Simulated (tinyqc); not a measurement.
Charge neutrality of a doped semiconductor with incomplete ionisation: one step, computed by the program tinyqc.

Energies are counted from the top of the valence band; E_D is measured down from the conduction band and E_A up from the valence band.

Question. Densities at the solution. n = N_c exp((E_F - E_g)/k_B T), p = N_v exp(-E_F/k_B T). N_D+ = N_D/(1 + g_D exp((E_F - E_g + E_D)/k_B T)). N_A- = N_A/(1 + g_A exp((E_A - E_F)/k_B T)).

Inputs (values chosen for the exercise, modelled on CdTe):
```
quantity                   value   unit
donor density N_D        1.4e+16  cm^-3
acceptor density N_A     6.8e+16  cm^-3
donor depth E_D           0.0141     eV
acceptor depth E_A        0.0574     eV
donor degeneracy g_D           2      -
acceptor degeneracy g_A        4      -
temperature T                300      K
```

Doping: p-type, compensated. Statistics of the bands: Boltzmann.

Fermi level E_F (last iterate) = 0.1445578 eV

gap E_g = 1.512829 eV

N_c = 7.059673e+17 cm^-3

N_v = 1.228031e+19 cm^-3

k_B T = 0.02585200 eV

Give: majority density p; minority density n; ionised share of the acceptors; distance of E_F from the majority band edge.

Answer.

majority density p = 4.579e+16 cm^-3

minority density n = 7.292e-06 cm^-3

ionised share of the acceptors = 0.8792

distance of E_F from the majority band edge = 0.1446 eV
